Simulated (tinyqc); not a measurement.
Chemical vapour deposition: Grove model, boundary layer, depletion and step coverage. Changing the temperature T. Computed by tinyqc, a small Python program. Command: `OMP_NUM_THREADS=1 python tinyqc.py 3010253 3010254 out.jsonl cvd sweep`. One thread of a shared host (Intel(R) Xeon(R) Processor @ 2.30GHz), about 0.04 s of CPU time with the checks.

A precursor diffuses to the surface and reacts there at first order; each molecule that reacts adds one formula unit of film.

Inputs (values chosen for the exercise, close to those used for tungsten from its fluoride):
```
quantity,value,unit
prefactor k0 of k_s,170000,cm/s
activation energy E,0.763,eV
total pressure p,85,torr
mole fraction of the precursor Y,0.0075,-
gas diffusivity D0 at 273.15 K and 760 torr,0.2,cm^2/s
film density N,6.3e+22,formula units/cm^3
precursor mass M,298,u
trench width w,0.031,um
aspect ratio of the trench,89,-
gas velocity U,86,cm/s
kinematic viscosity nu0 at 273.15 K and 760 torr,0.13,cm^2/s
susceptor length L,47,cm
channel height b,4.2,cm
```

Reactor: horizontal, reduced pressure.

Constants: k_B = 1.380649e-23 J/K; u = 1.6605390666e-27 kg; k_B = 8.617333262e-05 eV/K.

Method:
- k_s = k0 exp(-E/(k_B T)); C_g = Y p/(k_B T), 1 torr = 133.322 Pa; D = D0 (T/273.15)^1.75 (760/p).
- Temperatures in kelvin are T(C) + 273.15.
- Mean speed c = sqrt(8 k_B T/(pi M)); reactive sticking probability beta = 4 k_s/c.
- nu = nu0 (T/273.15)^1.75 (760/p); Re = U L/nu; mean boundary layer delta = (2/3) L/sqrt(Re), at most b/2; h_g = D/delta.
- Fluxes in series: C_s = C_g/(1 + k_s/h_g); growth rate G = k_s h_g/(k_s + h_g) C_g/N; 1 cm/s = 6e8 nm/min.
- Plug flow: U b dC/dx = -k_eff C with k_eff = k_s h_g/(k_s + h_g), so C falls as exp(-k_eff x/(U b)); the used share of the precursor is 1 - C(L)/C(0).
- In a long trench of width w and depth l = aspect ratio x w: Knudsen diffusivity D_K = (2w) c/3 (hydraulic diameter 2w), combined as 1/D_e = 1/D_K + 1/D; D_e d2C/dz2 = 2 k_s C/w with D_e dC/dz = -k_s C at the floor. With m = sqrt(2 k_s/(w D_e)): C(floor)/C(top) = 1/[cosh(m l) + (k_s/(D_e m)) sinh(m l)].

One run for each value:
```
temperature T (C),growth rate G at the inlet (nm/min),step coverage,rate at the outlet over rate at the inlet,sticking probability beta
280,2.0,0.9885,0.9975,3.833e-06
310,4.3,0.9748,0.9944,8.506e-06
340,8.6,0.9495,0.9884,1.744e-05
370,15.9,0.9070,0.9776,3.339e-05
400,27.5,0.8420,0.9598,6.028e-05
430,44.8,0.7526,0.9325,1.034e-04
460,69.0,0.6424,0.8938,1.695e-04
490,100.5,0.5208,0.8434,2.671e-04
520,139.0,0.4004,0.7829,4.063e-04
```

Over the rows, growth rate G at the inlet (nm/min) rises from 2.01 to 139; step coverage falls from 0.989 to 0.400; rate at the outlet over rate at the inlet falls from 0.998 to 0.783. Heating multiplies the growth rate by 69.3 over the range, while step coverage goes from 0.989 to 0.400: a higher sticking probability starves the depth of the trench.

Caution (all rows): the hydraulic-diameter form of D_K is rough for a slit.
